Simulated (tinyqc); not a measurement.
Thermal and gravitational stress in a wafer during furnace and rapid thermal processing, and the onset of slip: one step, computed by the program tinyqc.

A thin free disc in plane stress, isotropic; T(r) = T_centre + dT (r/R)^n with n = 2. Stress is positive in tension; sigma_SB = 5.670374419e-8 W/(m^2 K^4), g = 9.80665 m/s^2.

Question. Slip criterion. With x = r/R: s_rr = alpha E dT (1 - x^n)/(n + 2), s_tt = alpha E dT [1 - (n + 1) x^n]/(n + 2). Critical resolved stress tau_c = A exp(U/(k_B T)), a form chosen for the exercise; slip when 0.492799 |s_tt(R)| > tau_c; allowed |dT| = tau_c (n + 2)/(0.492799 n alpha E).

Inputs (values chosen for the exercise, modelled on silicon): Young's modulus E = 146 GPa; expansion alpha = 4.2 1e-6/K; edge less centre temperature dT = 27 K; temperature T = 1450 K; prefactor A of the critical stress = 0.00043 MPa; energy U of the critical stress = 1.1 eV.

Temperature profile: parabolic.

hoop stress at the edge = -8.2782 MPa

Constants: k_B = 8.617333262e-05 eV/K.

Give: critical stress tau_c; resolved over critical stress; allowed |dT|.

Answer.

critical stress tau_c = 2.8625 MPa

resolved over critical stress = 1.4251

allowed |dT| = 18.946 K

Slip is expected.
